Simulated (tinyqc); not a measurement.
Formation energy of a charged point defect from supercell energies. Changing the growth condition x. Computed by tinyqc, a small Python program. Command: `OMP_NUM_THREADS=1 python tinyqc.py 3006755 3006756 out.jsonl formation sweep`. One thread of a shared host (Intel(R) Xeon(R) Processor @ 2.30GHz), about 0.01 s of CPU time with the checks.

The host is a compound AB. Making the defect adds n_A = -1, n_B = 0 atoms to the cell. All total energies are inputs. E_F is counted from the valence-band maximum (VBM); x = 0 is A-rich and x = 1 B-rich growth.

Inputs (values chosen for the exercise, for a model compound AB):
```
quantity                       value      unit
E_VBM of the host cell         1.195        eV
potential alignment dV         0.019        eV
dielectric constant eps         7.81         -
cell length L                   19.5  angstrom
mu_A of the pure element      -4.556        eV
formation enthalpy dH of AB    -1.88        eV
Fermi level E_F                 1.78        eV
temperature T                   1400         K
site density N_s             3.3e+22     cm^-3
```

Defect: vacancy of A. Supercell lattice: fcc.

charge states q: 1  0  -1

E(defect, q) - E(host), in the order of q (eV): 6.971  9.057  10.39

Constants: e^2/(4 pi eps_0) = 14.39964548 eV angstrom; k_B = 8.617333262e-05 eV/K.

Method:
- dmu_A = x dH and dmu_B = (1 - x) dH, so that dmu_A + dmu_B = dH; mu = mu(element) + dmu.
- The reservoir term is sum n_i mu_i.
- Image-charge correction of a point charge in a neutralising background: E_corr = q^2 alpha e^2/(4 pi eps_0) / (2 eps L), alpha = 2.888282 for a fcc array with L the cube root of the volume.
- E_f(q, E_F) = [E(defect, q) - E(host)] - sum n_i mu_i + q (E_VBM + dV + E_F) + E_corr(q).
- E_f(q, E_F) = E_f(q, 0) + q E_F.
- c_q = N_s exp(-E_f(q, E_F)/k_B T), with all degeneracy factors one and no vibrational entropy.

One run for each value:
```
growth condition x  lowest formation energy (eV)  total concentration (cm^-3)  sum n_i mu_i (eV)
0.000                                     2.9765                   6.3595e+11              4.556
0.125                                     2.7415                   4.4605e+12              4.791
0.250                                     2.5065                   3.1286e+13              5.026
0.375                                     2.2715                   2.1944e+14              5.261
0.500                                     2.0365                   1.5391e+15              5.496
0.625                                     1.8015                   1.0795e+16              5.731
0.750                                     1.5665                   7.5718e+16              5.966
0.875                                     1.3315                   5.3109e+17              6.201
1.000                                     1.0965                   3.7250e+18              6.436
```

Describe and explain the trends.

Over the rows, lowest formation energy (eV) falls from 2.98 to 1.10; total concentration (cm^-3) rises from 6.36e11 to 3.73e18; sum n_i mu_i (eV) rises from 4.56 to 6.44. E_f is linear in x, with slope -1.880 eV.

Extremes, crossings and ranges named in words are read from the listed rows.
